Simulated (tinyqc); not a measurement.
FinFET, parasitic resistance, capacitance and delay: two steps of the calculation.

Nf fins under one contact; each has gated perimeter p = 2 Hf + Wf and cross-section A = Hf Wf; contact width Wc = Nf pf, stack height Hs = Hf. Contact length Lc = CPP - Lg - 2 Lsp, shared by two neighbouring gates. Source and drain sides are equal. The formulas are first-order estimates, not field solutions.

Inputs (values chosen for the exercise); values close to those of silicon logic devices:
- T = 300 K (temperature)
- Hf = 42 nm (fin height)
- Wf = 8 nm (fin width)
- Lg = 12 nm (gate length)
- Cinv = 2.6 uF/cm^2 (inversion capacitance)
- vx = 9.7e6 cm/s (injection velocity)
- mu = 240 cm^2/(V s) (apparent mobility)
- VT = 0.29 V (threshold at zero drain voltage)
- dl = 0.077 V/V (barrier lowering)
- n = 1.23 (subthreshold factor)
- Vdd = 0.8 V (supply voltage)

Constants: q = 1.602176634e-19 C, kB = 1.380649e-23 J/K, Vt = kB T/q. Results are converted to the units shown.

Problem 1. Fin currents at Vgs = Vdd, Vds = Vdd/2. One fin: I = p Q vx u/(1 + |u|^1.8)^(1/1.8), Q = Cinv n Vt ln(1 + exp((Vg' - VT + dl Vd')/(n Vt))), u = Vd' mu/(vx Lg), Vg' = Vgs - v, Vd' = Vds - 2 v, with the drop on each side v = Rc (sum of I) + Rx I. I(new) = I(out).

I at the start (uA): fin 1 0, fin 2 0, fin 3 0, fin 4 0
Rc = 77.268932 ohm
Rx = 143.75000 ohm

Find: drop v; I(out); I after iteration 1.

Solution 1.

drop v (mV): fin 1 0, fin 2 0, fin 3 0, fin 4 0
I(out) (uA): fin 1 123.9, fin 2 123.9, fin 3 123.9, fin 4 123.9
I after iteration 1 (uA): fin 1 123.9, fin 2 123.9, fin 3 123.9, fin 4 123.9

Problem 2. Effective current, delay and energy. Ieff = (IH + IL)/2, delay CL Vdd/(2 Ieff), energy CL Vdd^2, with CL the load of an inverter that drives an equal one.

IH = I(Vdd, Vdd/2) = 439.53539 uA
IL = I(Vdd/2, Vdd), solved likewise = 141.76608 uA
CL = 1007.3734 aF

Wanted: Ieff; delay; energy.

Solution 2.

Ieff = 290.65 uA
delay = 1.3864 ps
energy = 644.72 aJ

tinyqc, about 0.02 s, one thread, Intel Xeon 2.30GHz (shared host): `OMP_NUM_THREADS=1 python tinyqc.py 2170010 2170011 out.jsonl`
